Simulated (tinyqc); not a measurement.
## Voltage drop against the pad pitch

A grid of 13 by 13 nodes with segments Rx (rows) and Ry (columns); every node draws I1 and the central node kh I1; pads with resistance Rp sit at the nodes whose row and column are multiples of the pitch, counting from 0. The drops u = Vdd - V follow from G u = i, with G the conductance matrix and i the load currents, solved directly.

Parameters, values chosen for the exercise: supply voltage Vdd = 0.75 V; resistance of a horizontal segment Rx = 0.2 ohm; resistance of a vertical segment Ry = 0.61 ohm; resistance from a pad node to the supply Rp = 0.1 ohm; factor on the load at the hot node kh = 3; load current of a node in the large grid I1 = 0.42 mA.

Results:
```
pitch (nodes),pads,worst drop (mV),mean drop (mV),largest drop at a pad (mV),largest pad current (mA),worst drop over Vdd (%)
1,169,0.08263,0.04250,0.08263,0.8263,0.01102
2,49,0.3454,0.2412,0.2147,2.147,0.04606
3,25,0.7574,0.5755,0.4119,4.119,0.1010
6,9,2.824,2.309,1.243,12.43,0.3766
12,4,10.43,8.437,1.796,17.95,1.390
```

Estimate the missing row, pitch = 4 nodes.

Computed row:
```
pitch (nodes),pads,worst drop (mV),mean drop (mV),largest drop at a pad (mV),largest pad current (mA),worst drop over Vdd (%)
4,16,1.519,1.047,0.5982,5.982,0.2025
```

With this row back in the table: The worst drop goes from 0.0826 to 10.4 mV while the number of pads falls from 169 to 4; between the last two rows it goes as pitch^(1.88). The largest drop at a pad is 100 % of the worst drop in the first row and 17.2 % in the last; the rest falls along the wires.

tinyqc, about 0.06 s, one thread, Intel Xeon 2.30GHz (shared host): `OMP_NUM_THREADS=1 python tinyqc.py 2770147 2770148 out.jsonl`
